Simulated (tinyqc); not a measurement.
Transistor under a ferroelectric capacitor (negative capacitance), static model: one step of the calculation.

A ferroelectric film of thickness tf lies between the gate and an inner metal at potential v, which drives an ordinary transistor. One domain, P = Q (background permittivity neglected): Vg = v + tf (2 al Q + 4 be Q^3), al = -3 sqrt(3) Ec/(4 Pr), be = 3 sqrt(3) Ec/(8 Pr^3). Gate charge Q(v) = Qi + Cp v with the channel charge Qi = Cox n Vt ln(1 + exp((v - VT)/(n Vt))). Q in uC/cm^2, E in kV/cm; 1 nm times 1 kV/cm is 1e-4 V. Domains, leakage and the switching time are left out.

Task. Landau coefficients and capacitance at zero charge. al = -3 sqrt(3) Ec/(4 Pr), be = 3 sqrt(3) Ec/(8 Pr^3); C_FE(0) = 1/(2 al tf); far below threshold the gain is 1/(1 + 2 al tf Cp) near Q = 0 and the swing n Vt ln 10/gain.

Values chosen for this exercise; Pr and Ec close to those of hafnium oxide based films:
- T = 400 K (temperature)
- Pr = 11 uC/cm^2 (remanent polarisation)
- Ec = 1500 kV/cm (coercive field)
- Cp = 1.04 uF/cm^2 (overlap capacitance per gate area)
- n = 1.22 (subthreshold factor of the inner transistor)
- tf = 13 nm (ferroelectric thickness)

Constants: q = 1.602176634e-19 C, kB = 1.380649e-23 J/K, Vt = kB T/q. Results are converted to the units shown.

Find: al; be; C_FE(0); gain near Q = 0; swing.

Result.

al = -177.14 kV cm/uC
be = 0.73199 kV cm^5/uC^3
C_FE(0) = -2.1712 uF/cm^2
gain near Q = 0 = 1.9194
swing = 50.449 mV/decade

Numbers from tinyqc (`OMP_NUM_THREADS=1 python tinyqc.py 2860125 2860126 out.jsonl`; about 0.02 s on one thread of a shared Intel Xeon 2.30GHz).
